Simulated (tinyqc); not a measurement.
What each parameter does: delta-doped layer in the Thomas-Fermi potential.

All donors ionised in the plane z = 0, zero temperature, energies from the Fermi level EF of the Thomas-Fermi model, which lies at the bulk band edge; c = hbar^2/2m0, q = e^2/(4 pi eps0). gv = 1 equivalent valley, m_d = sqrt(m3^3/mz) in the plane. With n = (gv/3 pi^2)(m3 (-V)/c)^(3/2) and V'' = -(4 pi q/eps) n for z > 0, the solution is V = -b/(|z| + z0)^4 with sqrt(b) = 20/K, K = (4 pi q/eps)(gv/3 pi^2)(m3/c)^(3/2), and z0^5 = 4b/(e F0), e F0 = 2 pi q N/eps; 1e13/cm^2 = 1e-3/angstrom^2. Exchange and correlation are left out.

Subbands solve -(c/m_z) psi'' + V psi = E psi on 1280 points of spacing z0/80; up to ten levels for each group, kept if bound with an rms width below 2.5 z0.

Constants: hbar^2/2m0 = 3.80998211 eV angstrom^2; e^2/(4 pi eps0) = 14.39964547 eV angstrom.

Parameters, chosen for this exercise (near those of a delta-doped layer in GaAs; shifted at random, so the results belong to these values and not to a real crystal):

| symbol | value | unit | meaning |
|---|---|---|---|
| m3 | 0.069 | m0 | density-of-states mass of a valley |
| mz | 0.069 | m0 | mass along z |
| eps | 12.6 |  | dielectric constant |
| N | 0.41 | x 1e13/cm^2 | donor sheet density |

z0, depth, lowest level and its rms width.

One parameter was then changed.

Results before and after:

| case | z0 (angstrom) | depth (eV) | lowest (eV) | rms z (angstrom) |
|---|---|---|---|---|
| base | 207.96 | 0.1531 | -0.0900 | 30.23 |
| changed | 230.32 | 0.1017 | -0.0576 | 36.60 |

Which of these changes was made? (a) eps = 11.3; (b) mz = 0.059 m0; (c) N = 0.246 x 1e13/cm^2; (d) m3 = 0.079 m0.

Answer: (c) N = 0.246 x 1e13/cm^2. Of the candidates, run in turn, only this one gives the changed row.

All candidates:

| case | z0 (angstrom) | depth (eV) | lowest (eV) | rms z (angstrom) |
|---|---|---|---|---|
| base | 207.96 | 0.1531 | -0.0900 | 30.23 |
| N = 0.246 x 1e13/cm^2 | 230.32 | 0.1017 | -0.0576 | 36.60 |
| eps = 11.3 | 194.80 | 0.1599 | -0.0925 | 29.41 |
| m3 = 0.079 m0 | 191.74 | 0.1411 | -0.0792 | 31.00 |
| mz = 0.059 m0 | 207.96 | 0.1531 | -0.0874 | 32.36 |

Program tinyqc; command `OMP_NUM_THREADS=1 python tinyqc.py 1252671 1252672 out.jsonl`; about 0.1 s on one thread of a shared Intel(R) Xeon(R) Processor @ 2.30GHz.
